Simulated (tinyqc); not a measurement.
Longitudinal sound in a periodic multilayer: transfer matrices, stop bands and folded phonons: one step, computed by the program tinyqc.

Layers 1 and 2 repeat with period d = d_1 + d_2; waves travel normal to the layers, without loss. State vector (u, s): displacement u and stress divided by omega. Impedances Z = rho v are in 1e6 kg/(m^2 s).

Task: Transmission through N periods. A layer maps (u, s) by [[cos p, sin p/Z], [-Z sin p, cos p]], p = 2 pi f d_i/v_i; one period is M = M_2 M_1, and cos(q d) = trace(M)/2. For N periods A = M^N. A wave comes from a thick layer of material 1 and leaves into the substrate (Z_s): transmitted power T = 4 Z_1 Z_s/|Z_1 A_22 + Z_s A_11 - i (Z_1 Z_s A_12 - A_21)|^2, reflected power R = 1 - T.

Inputs (values chosen for the exercise, modelled on silica (layer 1), platinum (layer 2) and silica (substrate)):
```
quantity,value,unit
velocity v_1,6060,m/s
thickness d_1,5.21,nm
velocity v_2,4030,m/s
thickness d_2,3.56,nm
periods N,8,-
frequency f,270,GHz
```

M:
```
,1,2
1,-0.1430243,0.006684203
2,-10.67972,-6.492704
```

Z_2 = 87.048

Z_1 = 13.2714

Z of the substrate = 12.8247

Give: A = M^N; transmitted power T; T in decibel.

Result:

A = M^N:
```
,1,2
1,-5543.6,-3290.1
2,5.2568e+06,3.1199e+06
```

transmitted power T = 3.9073e-13

T in decibel = -124.08 dB
